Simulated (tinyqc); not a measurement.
## Contact resistivity and sheet resistance from two contact lengths

Inverse problem. Rc = [sqrt(rc Rsh)/Wc] coth(Lc/(2 LT)), LT = sqrt(rc/Rsh), Wc = 84 nm; the second contact is twice as long as the first. Find LT, rc and Rsh.

Rc for Lc = 11 and 22 nm (ohm): [393.531061, 202.599678]

Answer. With t = tanh(Lc/(2 LT)) for the shorter contact, the resistance of the longer over that of the shorter is (1 + t^2)/2. Then sqrt(rc Rsh) = Rc t Wc, and rc and Rsh follow by multiplying and dividing by LT.

LT = 31.62 nm
rc = 1.800e-9 ohm cm^2
Rsh = 180.0 ohm

tinyqc, about 0.03 s, one thread, Intel Xeon 2.30GHz (shared host): `OMP_NUM_THREADS=1 python tinyqc.py 2170058 2170059 out.jsonl`
